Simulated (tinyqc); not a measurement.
Minimum-mode following (dimer method) and harmonic rate on a two-dimensional model surface: one step, computed by the program tinyqc. Command: `OMP_NUM_THREADS=1 python tinyqc.py 3026704 3026705 out.jsonl dimer walk`. One thread of a shared host (Intel(R) Xeon(R) Processor @ 2.30GHz), about 0.01 s of CPU time with the checks.

V(x, y) = -A (cos kx + cos ky) - B cos kx cos ky + (C sin ky + S sin kx)(1 - cos kx), k = 2 pi/a; the atom hops from the minimum at (0, 0) to that at (a, 0).

Problem. Dimer step 2. Dimer at R with unit axis N = (cos phi, sin phi) and normal T = (-sin phi, cos phi). Gradients g at R +/- delta N and at R +/- delta T give H N and H T by central differences, (g+ - g-)/(2 delta). With C_N = N.H N, C_T = T.H T and b = T.H N, rotate by theta = (1/2) atan2(-2b, C_T - C_N), the angle of least curvature C = (C_N + C_T)/2 - sqrt((C_N - C_T)^2/4 + b^2). Translate along F = -g + 2 (g.N) N if C < 0, else along F = (g.N) N, with the new axis: R(new) = R + eta F, the move limited to 0.2 angstrom.

Inputs (values chosen for the exercise, for a model surface): amplitude A = 0.12 eV; amplitude B = 0.036 eV; skew C = 0.041 eV; asymmetry S = 0.0064 eV; period a = 3.3 angstrom; half length delta = 0.02 angstrom; step factor eta = 0.46 angstrom^2/eV.

Surface: adatom on a square lattice.

R after step 1 (angstrom): [1.041503, -0.183972]

phi after step 1 = -14.66653 degrees

Give: C_N, C_T, b; rotation theta; phi after step 2; least curvature C; gradient g; effective force F; R after step 2.

Solution.

C_N, C_T, b (eV/angstrom^2): [-0.2968, 0.4694, -0.0216]

rotation theta = 1.610 degrees

phi after step 2 = -13.06 degrees

least curvature C = -0.2974 eV/angstrom^2

gradient g (eV/angstrom): [0.2472, 0.0337]

effective force F (eV/angstrom): [0.2071, -0.1391]

R after step 2 (angstrom): [1.137, -0.248]

The curvature is negative, so the force along the axis is inverted.
